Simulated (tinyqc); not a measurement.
k.p theory built from an empirical-pseudopotential calculation at Gamma, step by step. Values are carried at full precision from step to step, so a last printed digit may differ when a step is redone from the rounded ones.

Empirical pseudopotential on the fcc lattice, atoms at +/- tau, tau = a (1,1,1)/8, no spin-orbit coupling. H(G,G') = c (2 pi/a)^2 |k + G|^2 delta + VS(q) cos(q.tau) + i VA(q) sin(q.tau), q = G - G', c = hbar^2/2m0; k and G in units of 2 pi/a; VS at |q|^2 = 3, 8, 11 and VA at 3, 4, 11, in rydberg, zero elsewhere. The basis is fixed: all 113 G with |G|^2 up to Gcut. Energies are counted from the fourth level at Gamma.

Constants: hbar^2/2m0 = 3.80998211 eV angstrom^2; Ry = 13.60569312 eV.

Inputs chosen for the exercise (near those of GaAs; not measured data): a = 5.626 angstrom (lattice constant); VS = (-0.235, 0.008, 0.061) Ry (symmetric form factors); VA = (0.072, 0.052, 0.011) Ry (antisymmetric form factors); Gcut = 20 (2 pi/a)^2 (largest |G|^2 of the fixed basis).

## Levels at Gamma

Diagonalise H at k = 0 and group equal levels.

Multiplets at Gamma:

| multiplet | degeneracy | E (eV) |
|---|---|---|
| 1 | 1 | -12.3523 |
| 2 | 3 | 0.0000 |
| 3 | 1 | 1.3583 |
| 4 | 3 | 4.5844 |
| 5 | 1 | 8.1989 |
| 6 | 2 | 8.8768 |
| 7 | 3 | 13.0265 |
| 8 | 1 | 14.4274 |
| 9 | 3 | 27.1220 |

The lowest empty multiplet is a singlet at 1.358 eV; the lowest empty singlet (s-like) is multiplet 3.

## Mass of the s-like conduction level (multiplet 3)

For a multiplet A of d_A states, W(B) = (4 c/(3 d_A)) sum over n in A, m in B and i = x, y, z of |<n|G_i|m>|^2 (G in 1/angstrom, <n|G_i|m> = sum_G c_n(G)* G_i c_m(G)); the mean inverse mass of A is 1 + sum_B W(B)/(E_A - E_B). Multiplets with W = 0 are left out.

List the couplings (the first eight at most); W to the valence triplet is the Kane energy Ep.

Couplings:

| multiplet B | degeneracy | E_B (eV) | W (eV) | W/(E_A - E_B) |
|---|---|---|---|---|
| 2 | 3 | 0.0000 | 18.2822 | 13.4595 |
| 4 | 3 | 4.5844 | 0.0117 | -0.0036 |
| 7 | 3 | 13.0265 | 0.2235 | -0.0192 |
| 10 | 3 | 27.6500 | 0.3923 | -0.0149 |
| 12 | 3 | 28.2666 | 0.2269 | -0.0084 |
| 15 | 3 | 41.4730 | 0.0261 | -0.0007 |
| 16 | 3 | 42.2805 | 0.0001 | 0.0000 |
| 19 | 3 | 43.0937 | 0.0089 | -0.0002 |

sum over the higher multiplets = -0.0018
1/m = 14.4107

Ep = 18.28 eV. The valence triplet gives 13.46, all other levels together -0.05; m = 0.0694, against 0.0692 for two levels alone.

## Valence parameters

Fold all other levels onto the valence triplet: D(u) = c + 4 c^2 sum_m <n|u.G|m><m|u.G|n'>/(0 - E_m), in units of c. Along [100] its eigenvalues are L (once) and M (twice); along [111] (L + 2M + 2N)/3 (once) and (L + 2M - N)/3 (twice). Then g1 = -(L + 2M)/3, g2 = -(L - M)/6, g3 = -N/6.

eigenvalues along [100]: -13.931  -2.126  -2.126

eigenvalues along [111]: -16.397  -0.893  -0.893

L, M, N: -13.931  -2.126  -15.505

g1, g2, g3: 6.061  1.968  2.584

With spin-orbit coupling added at fixed g1, g2, g3 and large against the hole energy these give heavy and light masses along [100] of 0.470 and 0.100. The s-like level alone adds Ep/(3E) = 4.49 to g1. Local form factors fix Ep and the gap only roughly, so these values can lie far from measured ones.

## Checks

- 1/m of the s-like level from the sum against the curvature of the band: both 14.41.
- L and M against the curvatures along [100]: largest relative difference 2.1e-06.

Computed by tinyqc, a small Python program: `OMP_NUM_THREADS=1 python tinyqc.py 1081539 1081540 out.jsonl` (the numbers bound the seed that draws the inputs); one thread of a shared host (Intel(R) Xeon(R) Processor @ 2.30GHz), about 0.7 s for the whole set of steps.
